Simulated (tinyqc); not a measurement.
The C-V curve with and without traps: MOS capacitor with interface traps: C-V stretch-out, conductance peak and subthreshold swing. Computed by tinyqc, a small Python program. Command: `OMP_NUM_THREADS=1 python tinyqc.py 3000275 3000276 out.jsonl mostraps walk`. One thread of a shared host (Intel(R) Xeon(R) Processor @ 2.30GHz), about 0.01 s of CPU time with the checks.

Energies at the interface are counted from the valence band. psi > 0 means bending towards depletion, so the surface potential is -psi. Boltzmann statistics, full ionisation, no quantum confinement. Traps are neutral when filled up to E_n, with a sharp (zero-temperature) occupation.

Inputs (values chosen for the exercise, modelled on silicon, with an insulator like Si3N4): gap E_g = 1.11 eV; electron mass m_e = 0.321 m_0; valleys M_c = 6; hole mass m_h = 0.801 m_0; dielectric constant eps_s = 11.5; doping N = 2.4e+15 cm^-3; insulator constant eps_ox = 7.38; insulator thickness t_ox = 2.2 nm; work-function difference phi_ms = -0.9 V; fixed charge N_f = -1e+10 cm^-2; trap density D_0 = 4.4e+11 cm^-2 eV^-1; neutrality level E_n = 0.671 eV; temperature T = 200 K; peak density D_1 = 3.3e+12 cm^-2 eV^-1; peak width w = 0.075 eV; peak position E_p = 0.282 eV.

Substrate: n-type. Trap spectrum: flat plus a Gaussian peak.

Constants: m_0 = 9.1093837015e-31 kg; k_B = 1.380649e-23 J/K; h = 6.62607015e-34 J s; k_B = 8.617333262e-05 eV/K; eps_0 = 8.8541878128e-12 F/m; e = 1.602176634e-19 C.

Method:
- N_c = 2 M_c (2 pi m_e k_B T/h^2)^(3/2) and N_v = 2 (2 pi m_h k_B T/h^2)^(3/2), masses in units of m_0.
- n_i = sqrt(N_c N_v) exp(-E_g/2 k_B T); E_F = E_g - k_B T ln(N_c/N); phi_B = (k_B T/e) ln(N/n_i); L_D = sqrt(eps_s eps_0 k_B T/(e^2 N)); C_ox = eps_ox eps_0/t_ox.
- With u = psi/k_B T and r = (n_i/N)^2: F = sqrt(exp(-u) + u - 1 + r (exp(u) - u - 1)); Q_s = +sign(u) sqrt(2) eps_s eps_0 (k_B T/e) F/L_D; C_s = (eps_s eps_0/(sqrt(2) L_D)) |1 - exp(-u) + r (exp(u) - 1)|/F; at high frequency, below strong inversion, the terms in r are dropped.
- D(E) = D_0 + D_1 exp(-(E - E_p)^2/2 w^2).
- E_F at the interface is E_s = E_F - psi; Q_it = -e int from E_n to E_s of D(E) dE; C_it = e D(E_s) (per volt); V_G = phi_ms - psi - (Q_s + Q_it + e N_f)/C_ox.
- C/C_ox = 1/(1 + C_ox/(C_s + C_it)) at low frequency; without traps C_it = Q_it = 0; the high-frequency column uses C_s(HF) alone.

k_B T = 0.0172347 eV

phi_B = 0.408093 V

n_i = 124948 cm^-3

Debye length L_D = 67.5560 nm

bulk E_F = 0.959472 eV

C_ox = 2.97018 microF/cm^2

Along the curve:
```
psi (V)   E_s (eV)  V_G (V)  V_G, no traps (V)  C_LF/C_ox  C_LF/C_ox, no traps  C_HF/C_ox  D (cm^-2 eV^-1)
-0.04310    1.0026  -0.8448            -0.8527    0.13790              0.11989    0.11989       4.4000e+11
0.00862     0.9509  -0.9018            -0.9085    0.06278              0.04146    0.04146       4.4000e+11
0.12200     0.8375  -1.0206            -1.0245    0.03686              0.01433    0.01433       4.4000e+11
0.23800     0.7215  -1.1407            -1.1419    0.03266              0.00993    0.00993       4.4000e+11
0.35400     0.6055  -1.2605            -1.2589    0.03088              0.00805    0.00805       4.4030e+11
0.46900     0.4905  -1.3792            -1.3748    0.03333              0.00696    0.00696       5.0930e+11
0.58500     0.3745  -1.5022            -1.4916    0.10171              0.00621    0.00621       1.9831e+12
0.70100     0.2585  -1.6389            -1.6083    0.16590              0.00567    0.00566       3.5816e+12
0.81600     0.1435  -1.7689            -1.7240    0.06230              0.01027    0.00524       1.0394e+12
```

What does the comparison show, and why?

The same range of bending takes 0.924 V with traps and 0.871 V without: a stretch-out of 6.1 %. The minimum of C_LF/C_ox among these rows rises from 0.006 to 0.031. Fixed charge shifts both curves rigidly by +0.001 V, while the shift from trap charge changes sign where E_s passes E_n. Caution: with a gap of more than 50 k_B T deep traps and minority carriers reach equilibrium slowly or not at all, so this curve is a limit for very slow sweeps.

Extremes, crossings and ranges named in words are read from the listed rows.
